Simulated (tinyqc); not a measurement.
# Worked calculation: undoped symmetric double-gate MOSFET, analytic potential model

tinyqc, about 0.02 s, one thread, Intel Xeon 2.30GHz (shared host): `OMP_NUM_THREADS=1 python tinyqc.py 2440152 2440153 out.jsonl` Printed values are rounded.

An undoped body of thickness ts between two equal insulators and tied gates; long channel, electrons only, n = ni exp((psi - V)/Vt) with V the quasi-Fermi potential (0 at the source, Vd at the drain), constant mobility, no quantisation. Across the body psi(x) = V - 2 Vt ln[(ts/(2 beta)) sqrt(q ni/(2 eps0 eps_r Vt)) cos(2 beta x/ts)], x from the centre. Q is the electron charge per area of the whole body.

Parameters, values chosen for the exercise; material values close to those of silicon:

| symbol | value | unit | meaning |
|---|---|---|---|
| T | 300 | K | temperature |
| Eg | 1.11 | eV | band gap |
| eps_r | 11.6 |  | relative permittivity of the semiconductor |
| Nc | 2.82e19 | cm^-3 | conduction-band density of states at T |
| Nv | 2.61e19 | cm^-3 | valence-band density of states at T |
| eox | 3.85 |  | relative permittivity of the gate insulator |
| tox | 2.5 | nm | insulator thickness |
| ts | 8 | nm | body thickness |
| dphi | -0.12 | V | gate work function less that of the intrinsic body |
| mu | 110 | cm^2/(V s) | channel mobility |
| L | 1 | um | gate length |
| Vg | 0.41 | V | gate voltage |
| Vd | 1 | V | drain voltage |

Constants: q = 1.602176634e-19 C, kB = 1.380649e-23 J/K, Vt = kB T/q, eps0 = 8.8541878128e-14 F/cm where lengths are in cm. Results are converted to the units shown.

## Constants of the body

ni = sqrt(Nc Nv) exp(-Eg/(2 Vt)), Eg in volts; r = eps_r tox/(eox ts); V0 = dphi + 2 Vt ln[(2/ts) sqrt(2 eps0 eps_r Vt/(q ni))].

ni = 1.28782e10 cm^-3
r = 0.941558
V0 = 0.368500 V

## Iteration 1: beta at the source by Newton steps

beta at the start = 1

With V = 0: f = ln(beta) - ln(cos beta) + 2 r beta tan(beta) - (Vg - V0)/(2 Vt); f' = 1/beta + tan(beta) + 2 r [tan(beta) + beta/cos^2(beta)]; beta(new) = beta - f/f'.

f = 2.74577
f' = 11.9408
beta after iteration 1 = 0.770052

## Iteration 2: beta at the source by Newton steps

As before.

f = 0.673787
f' = 6.90842
beta after iteration 2 = 0.672521

## Course of the iteration: beta at the source by Newton steps

Stop when beta changes by less than 1e-11, or after 40 iterations. beta must stay between 0 and pi/2.

Course of the iteration:
```
iteration	beta	|change|
1	0.770052	0.230
2	0.672521	0.0975
3	0.663164	9.36e-3
4	0.663098	6.65e-5
5	0.663098	3.27e-9
6	0.663098	0
```

Converged in 6 iterations. At the end the number of correct digits about doubles with each step.

## Charges and drain current

beta_s = 0.663098
beta_d = 8.89101e-9

beta (between 0 and pi/2) solves (Vg - V0 - V)/(2 Vt) = ln(beta) - ln(cos beta) + 2 r beta tan(beta). Q = 8 eps0 eps_r Vt beta tan(beta)/ts; I = mu (1/L)(4 eps0 eps_r/ts)(2 Vt)^2 [g(beta_s) - g(beta_d)] per width, g = beta tan(beta) - beta^2/2 + r beta^2 tan^2(beta), with beta_s at V = 0 and beta_d at V = Vd.

Qs = 137.523 nC/cm^2
Qd = 2.09895e-14 nC/cm^2
g(beta_s) = 0.550660
g(beta_d) = 3.95250e-17
I = 0.831575 uA/um

The term r beta^2 tan^2(beta), which gives the square law, makes up 45.9 % of g at the source.

## Potential and electron density across the body at the source

x/ts, point 0 to 6: 0  0.1  0.2  0.3  0.4  0.45  0.5

psi(x) as above with V = 0 and beta = beta_s; n = ni exp(psi/Vt).

```
point	psi (V)	n (cm^-3)
0	0.467259	9.10868e17
1	0.467715	9.27078e17
2	0.469099	9.78079e17
3	0.471464	1.07175e18
4	0.474903	1.22425e18
5	0.477071	1.33135e18
6	0.479572	1.46658e18
```

The density at the surface is 1.61 times that at the centre (1/cos^2 beta).
